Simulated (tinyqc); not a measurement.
Worked calculation: Hubbard ring of 5 sites. Computed by tinyqc, a small Python program that keeps every step. Settings: hopping = 1.12, U = 8.6, mixing = 1, iteration cap = 86. Command: `OMP_NUM_THREADS=1 python tinyqc.py 20134 20135 out.jsonl` (the two numbers bound the seeds that draw the settings). One thread of a shared host (Intel(R) Xeon(R) Processor @ 2.60GHz), about 0.3 s of CPU time with the checks. Later iterations appear only in the table of the cycle.

## Mean-field iteration 1

one-body matrix (hopping and site energies) (eV), lower triangle:
```
           1          2          3          4         5
1  -0.810000
2  -1.120000  -0.230000
3   0.000000  -1.120000  -0.070000
4   0.000000   0.000000  -1.120000  -0.680000
5  -1.120000   0.000000   0.000000  -1.120000  0.890000
```

U = 8.600000 eV

electrons, up and down: 4  2

mixing = 1

n(up) at the start (a guess, not normalised): 1 1.000000, 2 0.500000, 3 1.000000, 4 0.500000, 5 1.000000

n(down) at the start (a guess): 1 0.100000, 2 0.700000, 3 0.100000, 4 0.700000, 5 0.100000

H(up) = T + U n(down), H(down) = T + U n(up); fill the lowest levels; n(new) = n + mixing (n(out) - n); E = tr T (rho up + rho down) + U sum n_up n_down of the output.

levels, up (eV): -0.760538  0.386797  1.962253  5.833549  6.297939

levels, down (eV): 3.042513  3.678219  7.465265  9.071047  10.242956

energy = 5.840822 eV

n(up) after iteration 1: 1 0.977503, 2 0.213539, 3 0.936395, 4 0.875074, 5 0.997489

n(down) after iteration 1: 1 0.066188, 2 0.894637, 3 0.073532, 4 0.934072, 5 0.031571

## Mean-field iteration 2

As before.

levels, up (eV): -1.040089  0.252058  1.571054  7.613761  7.903216

levels, down (eV): 1.211413  5.927133  7.244424  8.763850  10.353181

energy = 5.963704 eV

n(up) after iteration 2: 1 0.991051, 2 0.406821, 3 0.956937, 4 0.651964, 5 0.993228

n(down) after iteration 2: 1 0.044289, 2 0.956537, 3 0.180910, 4 0.723942, 5 0.094323

## Mean-field iteration 3

As before.

levels, up (eV): -1.074357  1.027481  1.914946  6.095930  8.336000

levels, down (eV): 2.733027  4.417263  7.352941  8.775405  10.221363

energy = 5.622545 eV

n(up) after iteration 3: 1 0.984137, 2 0.048940, 3 0.971129, 4 0.995903, 5 0.999891

n(down) after iteration 3: 1 0.050298, 2 0.918958, 3 0.096322, 4 0.887448, 5 0.046974

## Convergence

Each step fills the lowest levels of T + U n(other spin) and sets n(new) = n + mixing (n(out) - n); stop when output and input agree to 1e-8.

Course of the cycle:
```
iteration      E (eV)  largest |n(out) - n(in)|  mean |n_up - n_down|
1          5.84082194                  3.75e-01              0.696038
2          5.96370376                  2.23e-01              0.648677
3          5.62254488                  3.58e-01              0.748007
4          5.27325080                  3.42e-01              0.756116
5          5.17857717                  7.04e-02              0.770386
6          5.16559114                  8.01e-02              0.772383
7          5.16502136                  3.87e-03              0.772338
8          5.16496520                  5.15e-03              0.772372
9          5.16495769                  4.99e-04              0.772394
10         5.16495660                  6.84e-04              0.772396
11         5.16495644                  7.17e-05              0.772401
12         5.16495642                  9.89e-05              0.772402
13         5.16495641                  1.06e-05              0.772403
14         5.16495641                  1.46e-05              0.772403
15         5.16495641                  1.57e-06              0.772403
16         5.16495641                  2.17e-06              0.772403
17         5.16495641                  2.34e-07              0.772403
18         5.16495641                  3.24e-07              0.772403
19         5.16495641                  3.48e-08              0.772403
20         5.16495641                  4.82e-08              0.772403
21         5.16495641                  5.19e-09              0.772403
```

local moments n_up - n_down: 1 0.851970, 2 -0.931007, 3 0.790500, 4 0.464056, 5 0.824481

Converged in 21 iterations. But random starts reach 4.96087 eV, so this is another stationary point, not the lowest one. Reruns (cap 100 unless said): mixing 0.2: not converged; mixing 0.5: converged in 48 to a higher stationary point (E = 5.16496); mixing 0.9: converged in 24 to a higher stationary point (E = 5.16496). Before convergence this energy mixes input and output and is not variational, so it may rise towards its limit.

## Exact diagonalisation (50 states)

Lowest levels of the sector, and the double occupancy of the lowest state.

lowest levels (eV): 4.608572  4.666759  4.817054  4.895527  5.194129  5.710803

double occupancy per site = 0.217180

The mean-field solution above lies 0.5564 eV above the exact energy.

## The lowest level by Lanczos steps

From a random start vector (not printed): a_j = <q_j|H|q_j>, b_j = norm of the remainder after orthogonalising; the Ritz value is the lowest eigenvalue of the tridiagonal matrix of a and b so far.

Lanczos:
```
j    a_j (eV)  b_j (eV)  lowest Ritz value (eV)
1   13.202532  5.090607             13.20253242
2   10.525345  3.627264              6.60027882
3   13.080040  4.658743              5.45499780
4   12.952167  4.271011              4.95337817
5   15.135563  3.274397              4.77614387
6   11.648531  4.123672              4.73494302
7   13.158757  3.896427              4.71260591
8   12.231208  4.633351              4.69989940
9   11.571943  3.160274              4.67750745
10  13.623118  3.110052              4.66089730
```
